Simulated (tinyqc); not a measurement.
Input admittance of a MOSFET at zero drain bias: distributed channel and distributed gate: two steps of the calculation.

Source and drain grounded, strong inversion, w = 2 pi f, Cox = eps0 eox/tox. The channel is an RC line of resistance 1/(mu Cox Vo) per square fed from both ends, so one finger has the intrinsic admittance y = i w Cox L tanh(g)/g per width, g = (1/2) sqrt(i w tau), tau = L^2/(mu Vo). The vertical resistance rv/L is in series with y, the overlaps 2 i w Cov in parallel: y_t = 1/(1/y + rv/L) + 2 i w Cov. The gate strip is a line of Rsh/L per length loaded by y_t, so a finger has Y = y_t Wf tanh(k)/k, k = (Wf/sd) sqrt(y_t Rsh/L); the device has Nf Y.

Inputs (values chosen for the exercise); values of the order met in silicon radio-frequency transistors:

| symbol | value | unit | meaning |
|---|---|---|---|
| eox | 3.9 |  | relative permittivity of the gate insulator (close to silicon dioxide) |
| tox | 3.4 | nm | insulator thickness |
| L | 0.46 | um | channel length |
| Wf | 0.86 | um | finger width |
| Nf | 1 |  | number of fingers |
| mu | 200 | cm^2/(V s) | channel mobility |
| Vo | 0.36 | V | gate overdrive |
| Rsh | 3.3 | ohm/square | sheet resistance of the gate |
| rv | 0 | ohm um^2 | vertical resistivity of the gate stack |
| sd | 1 |  | number of ends at which a finger is contacted |
| Cov | 0.25 | fF/um | overlap and fringe capacitance on each side |
| f | 4.8 | GHz | frequency |

Constants: eps0 = 8.8541878128e-14 F/cm where lengths are in cm. Results are converted to the units shown.

Problem 1. Low-frequency resistances and capacitance. Low-frequency limits, with c = Cox L and ct = c + 2 Cov: R_strip = Rsh Wf/(3 sd^2 L Nf), R_ch = (c/ct)^2 L/(12 mu Cox Vo Wf Nf), R_vert = (c/ct)^2 rv/(L Wf Nf), C = ct Wf Nf.

Give: parts; sum; C; 1/(2 pi R C).

Solution 1.

parts (ohm): strip 2.0565, channel 497.39, vertical 0
sum = 499.45 ohm
C = 4.4478 fF
1/(2 pi R C) = 71.645 GHz

The channel term is the largest, 99.6 % of the sum.

Problem 2. Admittance of the channel and stack per width. tau, g, c = Cox L, y and y_t as defined.

Wanted: tau; g; c; y; y_t.

Solution 2.

tau = 29.39 ps
g = 0.3329+0.3329i
c = 4.672 fF/um
y = 10.3+140.0i uS/um
y_t = 10.3+155.1i uS/um

w tau = 0.886, and Im y is 0.994 of w c.

tinyqc, about 0.01 s, one thread, Intel Xeon 2.30GHz (shared host): `OMP_NUM_THREADS=1 python tinyqc.py 2262054 2262055 out.jsonl`
